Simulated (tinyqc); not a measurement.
Chemically amplified photoresist: aerial image, acid generation, bake, development and line width: one step, computed by the program tinyqc. Command: `OMP_NUM_THREADS=1 python tinyqc.py 3013721 3013722 out.jsonl resist walk`. One thread of a shared host (Intel(R) Xeon(R) Processor @ 2.30GHz), about 0.02 s of CPU time with the checks.

Lines and spaces of pitch p with a two-beam-like image; x = 0 is the middle of the bright space. The resist is positive and treated as uniform in depth.

Task: Acid image and its blur. Dose E(x) = E [1 + c cos(2 pi x/p)]; acid h = 1 - exp(-C E(x)). Bake: the acid image is blurred by a Gaussian of variance sigma^2 = 2 D t (each Fourier term k of h, taken on 64 points, is multiplied by exp(-4 pi^2 k^2 D t/p^2)). Cosine coefficients: h(x) = sum_k h_k cos(2 pi k x/p).

Inputs (values chosen for the exercise, for a model resist at 193 nm): pitch p = 200 nm; image contrast c = 0.71; mean dose E = 17.8 mJ/cm^2; Dill parameter C = 0.022 cm^2/mJ; acid diffusivity D = 1.8 nm^2/s; bake time t = 60 s.

Give: diffusion length sigma = sqrt(2 D t); h_0 to h_4 before the bake; h_0 to h_4 after the blur; blur factor of the first harmonic.

Result:

diffusion length sigma = sqrt(2 D t) = 14.697 nm

h_0 to h_4 before the bake: [0.31090, 0.18977, -0.01315, 0.00061, -0.00002]

h_0 to h_4 after the blur: [0.31090, 0.17058, -0.00858, 0.00023, 0.00000]

blur factor of the first harmonic = 0.89889

sigma/p = 0.073; the blur keeps 90 % of the modulation.
